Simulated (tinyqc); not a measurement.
Valley splitting in a one-orbital chain of atomic planes (second-neighbour model): sweeps and comparisons. A value that a table varies takes the place of the one given here.

Each (001) plane carries one orbital with energy e0, hopping v to the next plane and u to the second: E(phi) = e0 + 2 v cos(phi) + 2 u cos(2 phi), where phi = pi - k a/4 (the sign of every second orbital is chosen so that v > 0, which shifts the phase by pi). The minimum lies at cos(phi0) = -v/(4u), phi0 = pi - (pi/2) k0 for a valley at k0 (2 pi/a), and e0 puts it at zero. A slab of N planes has hard walls: the matrix simply ends.

A well of Nw planes between barriers of 40 planes each (as of a SiGe alloy, taken as an offset alone). With x = j - 39.5 for plane j = 0, 1, ..., the potential is V0 (f(x) + f(Nw - x)) + F (j - 40) a/4, f(y) = 1/(1 + exp(y/L)), a step for L = 0; L is in planes, 4 L is about the distance over which f goes from 0.88 to 0.12, and 1 MV/m = 1e-4 V/angstrom.

Constants: hbar^2/2m0 = 3.80998211 eV angstrom^2.

Inputs chosen for the exercise (near those of the Delta valleys of silicon; abrupt walls in this chain split the valleys several times more than measured wells; the results hold for these values, not for the real material):
```
symbol  value  unit      meaning
a       5.435  angstrom  lattice constant; planes lie a/4 apart
ml      0.916  m0        longitudinal mass
N0      36               first number of planes
Nf      150              planes in the thick slab
V0      0.18   eV        barrier height
F       5      MV/m      field
Nw      49               planes in the well
k0      0.839  2 pi/a    position of the valley
```

## Splitting against the number of planes

u = 0.600850 eV
v = 0.601357 eV
e0 = 1.352166 eV
phi0 = 1.823695 rad

Ten slabs from N0 on, of thickness (N - 1) a/4 between the outer planes. Effective mass: E1 = (c/ml)(pi/W)^2 with W = (N + 2) a/4: the amplitude vanishes on two missing planes at each end, and the envelope has its nodes N + 2 spacings apart. Large-N estimate of the splitting: 16 pi^2 u |sin(phi0) sin((N + 2) phi0)|/(N + 2)^3.

Doublet (meV):
```
N   thickness (angstrom)  mean level  effective mass  splitting  estimate
36                 47.56       15.36           15.40      0.361     0.309
37                 48.91       14.60           14.62      1.374     1.402
38                 50.27       13.88           13.90      0.945     0.915
39                 51.63       13.20           13.23      0.744     0.782
40                 52.99       12.60           12.61      1.164     1.154
41                 54.35       12.00           12.03      0.105     0.139
42                 55.71       11.48           11.49      1.061     1.069
43                 57.07       10.96           10.98      0.403     0.378
44                 58.43       10.50           10.51      0.740     0.758
45                 59.78       10.06           10.07      0.701     0.688
```

The mean level falls smoothly, from 15.4 to 10.1 meV, within 0.3 % of the effective-mass value. The splitting swings between 0.105 (N = 41) and 1.374 meV (N = 37): one plane more or less changes the phase between the two walls by phi0 = 1.824 rad. The estimate misses the computed values by at most 0.053 meV.

## Splitting against the electric field

A thick slab in a field F: plane j = 0, 1, ... gains the energy F j a/4 (1 MV/m = 1e-4 V/angstrom), which presses the electron against the first wall. The exponent is the slope of ln(splitting) against ln F between 20 and 50 MV/m.

Doublet:
```
F (MV/m)  mean level (meV)  splitting (meV)  splitting/F (meV per MV/m)
1                     7.89           0.1404                      0.1404
2                    12.45           0.2807                      0.1404
5                    22.65           0.7020                      0.1404
10                   35.51           1.4045                      0.1404
20                   55.49           2.8102                      0.1405
30                   71.88           4.2170                      0.1406
50                   99.33           7.0332                      0.1407
```

exponent = 1.00

The splitting goes from 0.1404 to 7.0332 meV. At high field it grows as F^1.00: at a single hard wall it follows the squared slope of the envelope, which is proportional to F, while the level itself grows about as F^(2/3) (here F^0.64). A hard wall is the sharpest interface possible; real Si interfaces split several times less.

## Sharp and graded interfaces

The lowest doublet for several interface widths L.

Doublet:
```
L (planes)  4 L (angstrom)  mean level (meV)  splitting (micro-eV)
0.00                  0.00             21.09                804.57
0.25                  1.36             21.17                423.26
0.50                  2.72             21.31                 77.67
0.75                  4.08             21.50                 12.88
1.00                  5.43             21.74                  2.24
1.50                  8.15             22.36                  0.07
2.00                 10.87             23.17                  0.00
```

The mean level moves by +2.1 meV over the table, while the splitting falls from 804.6 micro-eV at a step to 2.24 at L = 1 plane, a factor 359. Coupling the valleys needs the Fourier component of the potential at twice the valley wave vector, a period of a few planes, and grading removes it. Random alloy disorder, left out here, sets the splitting once this part is gone.

## What each parameter does

Step interfaces (L = 0). u, v, e0 follow from 8 u sin^2(phi0) = (2c/ml)/(a/4)^2, v = -4u cos(phi0), e0 = 2u + v^2/(4u), c = hbar^2/2m0. Each row changes one parameter from the base and keeps the others.

Results:
```
case               mean level (meV)  splitting (micro-eV)
base                          21.09                 804.6
k0 = 0.849 2 pi/a             21.08                 750.4
ml = 1.008 m0                 20.38                 784.2
V0 = 0.27 eV                  21.60                 825.3
F = 10 MV/m                   31.75                1421.4
Nw = 50                       21.04                 706.9
```

The largest shifts from the base row, up to three for each result and ties (the steps differ in size, so this ranks the rows, not the parameters). mean level (meV): F +10.66, ml -0.71, V0 +0.51. splitting (micro-eV): F +616.8, Nw -97.7, k0 -54.2.

tinyqc: `OMP_NUM_THREADS=1 python tinyqc.py 1452294 1452295 out.jsonl`; about 0.01 s, one thread, shared Intel(R) Xeon(R) Processor @ 2.30GHz.
